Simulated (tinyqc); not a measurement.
# A stack of flat layers between unequal leads with mass mismatch, transfer matrices: what changes with what

One electron of energy E comes from the left lead (band edge 0); no transverse momentum. Parabolic bands, masses in units of m0, C = hbar^2/(2 m0); psi and psi'/m are continuous at every interface. The layers follow each other from left to right, then the right lead.

Values chosen for this exercise; masses and band edges of a made-up stack: mass in the left lead mL = 0.2 m0; band edges of the layers, left to right U = [0.37, -0.02, 0.24] eV; masses of the layers m = [0.25, 0.23, 0.24] m0; widths of the layers d = [1.4, 1.4, 0.9] nm; band edge of the right lead UR = -0.02 eV; mass in the right lead mR = 0.2 m0; electron energy E = 0.49 eV.

Constants: q = 1.602176634e-19 C, hbar = 1.054571817e-34 J s, m0 = 9.1093837015e-31 kg, hbar^2/(2 m0) = 0.0380998212 eV nm^2. Results are converted to the units shown.

Each table varies one quantity; the others keep the values above.

## Transmission against energy

For the pair (psi, psi'/m) a flat layer has M = [[cos kd, (m/k) sin kd], [-(k/m) sin kd, cos kd]] with k = sqrt(m (E - U)/C) above its edge U, and M = [[cosh Kd, (m/K) sinh Kd], [(K/m) sinh Kd, cosh Kd]] with K = sqrt(m (U - E)/C) below it. The matrices are multiplied with later layers to the left. With M acting on (psi, psi'/m) and v = k/m in each lead, T(E) = 4 vL vR/[(vL vR M12 - M21)^2 + (vR M11 + vL M22)^2]. The last column is exp(-2 sum K d) over the layers with U > E.

Transmission against energy:

| E (eV) | T(E) | exp(-2 sum K d) |
|---|---|---|
| 0.048 | 0.005301 | 0.002359 |
| 0.142 | 0.2979 | 0.007915 |
| 0.236 | 0.2011 | 0.05441 |
| 0.329 | 0.1703 | 0.2340 |
| 0.423 | 0.2589 | 1.000 |
| 0.517 | 0.4892 | 1.000 |
| 0.611 | 0.8322 | 1.000 |
| 0.705 | 0.9846 | 1.000 |
| 0.799 | 0.9454 | 1.000 |
| 0.892 | 0.9107 | 1.000 |
| 0.986 | 0.9218 | 1.000 |
| 1.08 | 0.9571 | 1.000 |

Read the table: what changes, and by how much?

T(E) runs from 0.00530 at 0.048 eV to 0.957 at 1.08 eV; among the rows its largest value is 0.985 at 0.705 eV.

## Effect of the right lead

Same model as above.

The layers inside are not moved.

Effect of the right lead:

| UR (eV) | vR (1/nm) | T(E) | bare step 4 vL vR/(vL + vR)^2 |
|---|---|---|---|
| -0.6 | 11.96 | 0.2991 | 0.9611 |
| -0.451 | 11.11 | 0.3178 | 0.9739 |
| -0.303 | 10.20 | 0.3408 | 0.9857 |
| -0.154 | 9.193 | 0.3702 | 0.9953 |
| -0.005 | 8.060 | 0.4099 | 1.000 |
| 0.144 | 6.738 | 0.4679 | 0.9925 |
| 0.292 | 5.097 | 0.5658 | 0.9504 |
| 0.441 | 2.536 | 0.8111 | 0.7301 |

Read the table: what changes, and by how much?

T(E) rises from 0.299 to 0.811, while the bare step between the leads goes from 0.961 through a maximum of 1.00 (at UR = -0.005 eV among the rows listed) to 0.730 (it is 1 where vR equals vL = 8.02 1/nm).

Range of the model: Masses are held fixed, although real bands cease to be parabolic a few tenths of an eV from their edges (inside a barrier too).

Program tinyqc, `OMP_NUM_THREADS=1 python tinyqc.py 2560102 2560103 out.jsonl`; Intel Xeon 2.30GHz, shared host, one thread, about 0.01 s.
